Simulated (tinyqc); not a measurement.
## Gap voltage and exponent from three temperatures

Problem. At constant current VBE(T) = Vg0 - a T - eta (kB T/q) ln T, where a is a constant. Find Vg0, eta and dVBE/dT at the middle temperature.

Constants: q = 1.602176634e-19 C, kB = 1.380649e-23 J/K. Results are converted to the units shown.

T (K): 300  360  390
VBE at a constant current (V): 0.6181226940  0.4832262083  0.4143445396

Answer. The relation is linear in Vg0, a and eta, so three points give a linear system; the slope is (VBE - Vg0 - eta kB T/q)/T. eta rests on the curvature of VBE(T) alone, so real fits need accuracy of some tens of microvolts or better.

Vg0 = 1.171 V
eta = 4.300
dVBE/dT = -2.281 mV/K

Numbers from tinyqc (`OMP_NUM_THREADS=1 python tinyqc.py 2062037 2062038 out.jsonl`; about 0.02 s on one thread of a shared Intel Xeon 2.30GHz).
